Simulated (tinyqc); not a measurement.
Channel direction: nanosheet or nanowire with hard walls, valleys of the Si type.

Six ellipsoidal valleys along the cube axes: inverse mass tensor w = 1/mt + (1/ml - 1/mt) a a^T with a the unit axis. Device axes: x along the channel, z = [001], y = z x x.

Hard walls around a W x H rectangle. The block w_c of w in (y, z) confines; the transport mass follows from 1/m_x = w_xx - w_xc w_c^-1 w_cx. The cross-section problem c (w_yy ky^2 + 2 w_yz ky kz + w_zz kz^2), c = hbar^2/2m0, is solved in products sin(n pi y/W) sin(l pi z/H), n, l = 1 to 12; if w_yz = 0 the levels are c pi^2 (w_yy n^2/W^2 + w_zz l^2/H^2). The w_yz term couples (n, l) to (n', l') by -2 c w_yz D_nn'(W) D_ll'(H) with D_nm(L) = 4 n m/(L (n^2 - m^2)) for n + m odd and 0 otherwise.

Without degeneracy the line density is N1 exp((EF - Ec)/kB T) with N1 = sum 2 g sqrt(m_x kB T/(4 pi c)) exp(-E/kB T), here over n, l up to 80 where w_yz = 0 and over all levels of a 12 x 12 sine basis otherwise; the classical value is W H Nc with Nc = 2 g_all (m_dos kB T/(4 pi c))^(3/2), m_dos = (ml mt^2)^(1/3); dVt = kB T ln(W H Nc/N1).

Constants: hbar^2/2m0 = 3.80998211 eV angstrom^2; kB = 8.617333262e-05 eV/K.

Values chosen for the exercise (near those of Si; not measured data): ml = 0.92 m0 (longitudinal mass); mt = 0.188 m0 (transverse mass); T = 300 K (temperature); g_all = 6 (number of valleys); W = 230 angstrom (width, along y); H = 38 angstrom (height, along z = [001]).

The same rectangle along [100] and [110]; groups ordered by w_zz, then w_yy.

Lowest level of each group:
```
channel, group  valleys g   w_yy   w_zz  |w_yz|  m_x (m0)  E (eV)
[100] A                 2  5.319  1.087   0.000     0.188  0.0321
[100] B                 2  1.087  5.319   0.000     0.188  0.1393
[100] C                 2  5.319  5.319   0.000     0.920  0.1423
[110] A                 2  5.319  1.087   0.000     0.188  0.0321
[110] B                 4  3.203  5.319   0.000     0.554  0.1408
```

The lowest subband has m_x = 0.188 m0 and 2 valleys along [100], and 0.188 m0 and 2 valleys along [110]; its edge lies at 0.0321 and 0.0321 eV. These valleys have their axis along z, so turning the channel in the wafer plane leaves them alone; only the higher groups change.

(tinyqc, `OMP_NUM_THREADS=1 python tinyqc.py 1282345 1282346 out.jsonl`, Intel(R) Xeon(R) Processor @ 2.30GHz, 1 thread, shared host, about 0.05 s.)
